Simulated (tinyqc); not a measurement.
# Changing the time t

Model: Deal-Grove kinetics of thermal oxidation of silicon. Computed by tinyqc, a small Python program. Command: `OMP_NUM_THREADS=1 python tinyqc.py 3006006 3006007 out.jsonl oxide sweep`. One thread of a shared host (Intel(R) Xeon(R) Processor @ 2.30GHz), about 0.2 s of CPU time with the checks.

Oxidant diffuses through the oxide and reacts at the interface, so that dx/dt = B/(A + 2x) for the oxide thickness x.

Inputs (values chosen for the exercise, close to those used for silicon):

| quantity | value | unit |
|---|---|---|
| prefactor B0 | 671 | um^2/h |
| activation energy E_B | 1.21 | eV |
| prefactor (B/A)0 | 3.34e+06 | um/h |
| activation energy E_A | 1.99 | eV |
| temperature T | 975 | C |
| oxidant pressure p | 0.25 | atm |
| pressure exponent m of B/A | 0.79 | - |
| initial oxide x_i | 0.01 | um |

Ambient: dry oxygen. Surface: (100).

Constants: k_B = 8.617333262e-05 eV/K.

Method:
- B = B0 p exp(-E_B/(k_B T)), B/A = (B/A)0 p^m exp(-E_A/(k_B T)), p in atm; A = B/(B/A).
- Temperatures in kelvin are T(C) + 273.15.
- tau = (x_i^2 + A x_i)/B and x = (A/2) [sqrt(1 + 4 B (t + tau)/A^2) - 1], the root of x^2 + A x = B (t + tau).
- Silicon consumed is 0.44 times the oxide grown; the rate is B/(A + 2x).

One run for each value:

| time t (h) | oxide thickness x (um) | final growth rate (um/h) | silicon consumed (um) |
|---|---|---|---|
| 0.03 | 0.01028 | 0.0093900 | 1.2410e-04 |
| 0.074 | 0.01069 | 0.0093568 | 3.0557e-04 |
| 0.18 | 0.01168 | 0.0092782 | 7.4013e-04 |
| 1.1 | 0.01993 | 0.0086702 | 4.3687e-03 |
| 2.7 | 0.03311 | 0.0078482 | 1.0169e-02 |
| 6.6 | 0.06093 | 0.0065395 | 2.2411e-02 |
| 16 | 0.11398 | 0.0049622 | 4.5749e-02 |
| 40 | 0.21146 | 0.0034380 | 8.8642e-02 |

Give the missing row, time t (h) = 0.45.

Computed row:
```
time t (h)  oxide thickness x (um)  final growth rate (um/h)  silicon consumed (um)
0.45                       0.01416                 0.0090867             1.8309e-03
```

Interpolating between the two neighbouring rows (the first column on a logarithmic scale, the others too where they are positive) misses most in oxide thickness x (um), by 8.1 %. Over the rows, oxide thickness x (um) rises from 0.0103 to 0.211 (exponent d ln y / d ln x 0.044 between the first rows and 0.67 between the last); final growth rate (um/h) falls from 0.00939 to 0.00344 (exponent d ln y / d ln x -0.0039 between the first rows and -0.40 between the last); silicon consumed (um) rises from 1.24e-4 to 0.0886 (exponent d ln y / d ln x 1.00 between the first rows and 0.72 between the last). At the low end the exponent of final growth rate is 0.00, close to 0: linear growth has a constant rate. The rate B/(A + 2x) falls as the film lengthens the diffusion path.
